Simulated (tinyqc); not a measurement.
Ways to converge the cycle: SCF convergence aids in the 6-311g basis, for H2, spin multiplicity 1. Computed by the program tinyqc with PySCF. RHF with one setting changed at a time; a run stops when the energy changes by less than 1e-09 hartree and the error matrix is below 1e-5. The start is the Wolfsberg-Helmholz matrix. Damping d keeps d of the old density; a shift (hartree) raises the virtual levels; DIIS n extrapolates F over n matrices.

Geometry (angstrom):

| atom | x | y | z |
|---|---|---|---|
| H | 0.0000 | 0.0000 | 0.0000 |
| H | 0.0000 | 0.0000 | 0.9080 |

lowest restricted solution found by these runs and by PySCF = -1.112279 hartree

Largest element of the error matrix X^T (FDS - SDF) X:

| iteration | plain | damping 0.3 | damping 0.6 | shift 0.4 | DIIS 3 | DIIS 8 |
|---|---|---|---|---|---|---|
| 1 | 4.5e-01 | 4.5e-01 | 4.5e-01 | 4.5e-01 | 4.5e-01 | 4.5e-01 |
| 2 | 6.1e-02 | 1.8e-01 | 2.9e-01 | 1.1e-01 | 6.1e-02 | 6.1e-02 |
| 3 | 7.0e-03 | 7.0e-02 | 1.9e-01 | 3.1e-02 | 2.6e-03 | 2.6e-03 |
| 4 | 1.1e-03 | 2.7e-02 | 1.3e-01 | 1.1e-02 | 3.4e-04 | 3.4e-04 |
| 5 | 2.1e-04 | 1.0e-02 | 8.2e-02 | 4.7e-03 | 3.1e-07 | 4.5e-07 |
| 6 | 5.3e-05 | 3.9e-03 | 5.4e-02 | 2.3e-03 | 5.1e-10 | 1.9e-07 |
| 8 | 3.0e-06 | 6.0e-04 | 2.3e-02 | 5.3e-04 | - | - |
| 10 | - | 9.9e-05 | 9.5e-03 | 1.2e-04 | - | - |
| 14 | - | 3.1e-06 | 1.6e-03 | 5.8e-06 | - | - |
| 20 | - | - | 1.3e-04 | - | - | - |
| 30 | - | - | 2.1e-06 | - | - | - |

How each run ends:

| run | iterations | E (hartree) | state |
|---|---|---|---|
| plain | 8 | -1.112279 | lowest found |
| damping 0.3 | 19 | -1.112279 | lowest found |
| damping 0.6 | 40 | -1.112279 | lowest found |
| shift 0.4 | 14 | -1.112279 | lowest found |
| DIIS 3 | 6 | -1.112279 | lowest found |
| DIIS 8 | 6 | -1.112279 | lowest found |

What does the comparison show, and why?

6 of 6 runs reach the lowest restricted solution found, in 6 to 40 iterations (fastest: DIIS 3, DIIS 8). Plain steps already contract here, so damping only slows them. DIIS 3 and DIIS 8 gain by cancelling the error over several earlier matrices, much as a quasi-Newton step does.
